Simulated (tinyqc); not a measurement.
What each parameter does: pair of shallow donors (hydrogen-like orbitals).

Each donor has the orbital exp(-r/a); energy unit Ha* = q/(eps a), q = e^2/(4 pi eps0), so that a lone donor is bound by Ha*/2; x = R/a. One electron: S = (1 + x + x^2/3) exp(-x), j = 1/x - (1 + 1/x) exp(-2x), k = (1 + x) exp(-x); levels E(+/-) = -1/2 - (j +/- k)/(1 +/- S) in Ha*, without the repulsion of the ions, split by D = |E(-) - E(+)|. In six valleys the overlaps S and k are multiplied by v = [cos(K Rx) + cos(K Ry) + cos(K Rz)]/3, K = k0 (2 pi/a_lat), for isotropic envelopes and the symmetric valley state.

Two electrons, Heitler-London: with S' = (1 - x + x^2/3) exp(x), C = 1/x - exp(-2x)(1/x + 11/8 + 3x/4 + x^2/6), X = (1/5){exp(-2x)(25/8 - 23x/4 - 3x^2 - x^3/3) + (6/x)[S^2 (0.5772157 + ln x) + S'^2 Ei(-4x) - 2 S S' Ei(-2x)]}, Q = C - 2j + 1/x and A = X - 2 S k + S^2/x, the singlet and triplet lie at (Q +/- w A)/(1 +/- w S^2) from two lone donors, with the valley weight w = v^2; the exchange is J = triplet - singlet.

Constants: e^2/(4 pi eps0) = 14.39964547 eV angstrom.

Values chosen for the exercise (near those of two donors in Si; the results hold for these values, not for the real material): a = 18.6 angstrom (orbital radius); eps = 11.5 (dielectric constant); n = (15.25, 0.25, 0.25) a_lat (separation vector); a_lat = 5.431 angstrom (lattice constant); k0 = 0.855 2 pi/a_lat (valley position).

x, D = |E(-) - E(+)| and J.

Results for these values:
```
case      x  D (meV)  J (micro-eV)
base  4.454    2.048           155
```

What happens to each result for k0 = 0.835 2 pi/a_lat, all else kept?

Answer: x does not change at the printed digits; D falls from 2.048 to 0.5891; J falls from 155 to 12.9.

The same for each parameter in turn:
```
case                               x  D (meV)  J (micro-eV)
base                           4.454    2.048           155
a = 16.7 angstrom              4.961    1.551          79.6
eps = 12.7                     4.454    1.855           141
k0 = 0.835 2 pi/a_lat          4.454   0.5891          12.9
n = (16.25, 0.25, 0.25) a_lat  4.746    1.428          75.4
```

tinyqc: `OMP_NUM_THREADS=1 python tinyqc.py 1251599 1251600 out.jsonl`; about 0.01 s, one thread, shared Intel(R) Xeon(R) Processor @ 2.30GHz.
